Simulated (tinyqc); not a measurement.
## Thermoelectric coefficients with electrons and holes, Landauer integrals: effect of the gap

Bulk parabolic band, x = (E - Ec)/kB T, C = hbar^2/(2 m0), kB T in eV. Modes per area gv m kB T x/(4 pi C) times the back-scattering length l0 x^rr give the transport function s0 X(x), s0 = (2 q^2/h) gv m kB T l0/(4 pi C), X = x^(1 + rr). Holes have the same form with the prefactor bb s0 and the reduced level -eta - xg in place of eta. I_k = int X (x - eta)^k w dx, w = 1/(4 cosh^2((x - eta)/2)).

sigma = s0 I_0, S = -(kB/q) I_1/I_0, Lorenz number L = (kB/q)^2 [I_2/I_0 - (I_1/I_0)^2], kappa_e = L sigma T. With both bands: sigma = sigma_n + sigma_p, S = (sigma_n S_n + sigma_p S_p)/sigma with S_p = +(kB/q) I_1/I_0 of the holes, and kappa_e is the sum of L sigma T of both bands and the bipolar term sigma_n sigma_p (S_p - S_n)^2 T/sigma. Power factor S^2 sigma, ZT = S^2 sigma T/(kappa_e + kL). The integrals are converged.

Parameters, values chosen for the exercise:
```
symbol  value     unit                                                meaning
T         300        K                                            temperature
m         1.1       m0                                     mass of one valley
gv          2                                                         valleys
l0        2.1       nm                        back-scattering length at x = 1
rr          1                                  energy exponent of that length
kL        3.4  W/(m K)                           lattice thermal conductivity
eta      -2.9                              reduced Fermi level (EF - Ec)/kB T
bb       0.23           ratio of the hole prefactor to the electron prefactor
```

Constants: q = 1.602176634e-19 C, kB = 1.380649e-23 J/K, hbar = 1.054571817e-34 J s, h = 6.62607015e-34 J s, m0 = 9.1093837015e-31 kg, Vt = kB T/q, hbar^2/(2 m0) = 0.0380998212 eV nm^2. Results are converted to the units shown.

Result of one run:
```
xg	sigma (S/cm)	S (uV/K)	kappa_e (W/(m K))	power factor (mW/(m K^2))	ZT	bipolar kappa (W/(m K))
5.1	30.58	-208.5	0.2031	0.1329	0.01107	0.1827
```

What becomes of these results when the gap over kB T xg is changed from 5.1 to 7.9, all else the same?

Result of the changed run:
```
xg	sigma (S/cm)	S (uV/K)	kappa_e (W/(m K))	power factor (mW/(m K^2))	ZT	bipolar kappa (W/(m K))
7.9	21.58	-476.9	0.03954	0.4909	0.04282	0.02511
```

The whole series:
```
xg	sigma (S/cm)	S (uV/K)	kappa_e (W/(m K))	power factor (mW/(m K^2))	ZT	bipolar kappa (W/(m K))
1	314.9	135.5	0.4936	0.5780	0.04454	0.2812
2.4	130.9	129.7	0.3946	0.2201	0.01740	0.3069
3.8	54.00	14.34	0.3194	0.001110	8.953e-5	0.2833
5.1	30.58	-208.5	0.2031	0.1329	0.01107	0.1827
6.5	23.40	-398.8	0.09133	0.3721	0.03198	0.07570
7.9	21.58	-476.9	0.03954	0.4909	0.04282	0.02511
9.2	21.15	-500.0	0.02249	0.5288	0.04635	0.008358
10.6	21.02	-507.4	0.01652	0.5414	0.04754	0.002473
12	20.99	-509.4	0.01475	0.5449	0.04787	7.179e-4
```

S falls from 135 to -509 uV/K, the bipolar kappa goes from 0.281 through a maximum of 0.307 (at xg = 2.4 among the rows listed) to 7.18e-4 W/(m K), and ZT goes from 0.0445 through a minimum of 8.95e-5 (at xg = 3.8 among the rows listed) to 0.0479. ZT is within 5 % of its last value from xg = 9.2 on among the rows.

Range of the model: Parabolic bands, elastic scattering and a fixed kL make these model figures, not those of a material.

Program tinyqc, `OMP_NUM_THREADS=1 python tinyqc.py 2800101 2800102 out.jsonl`; Intel Xeon 2.30GHz, shared host, one thread, about 0.04 s.
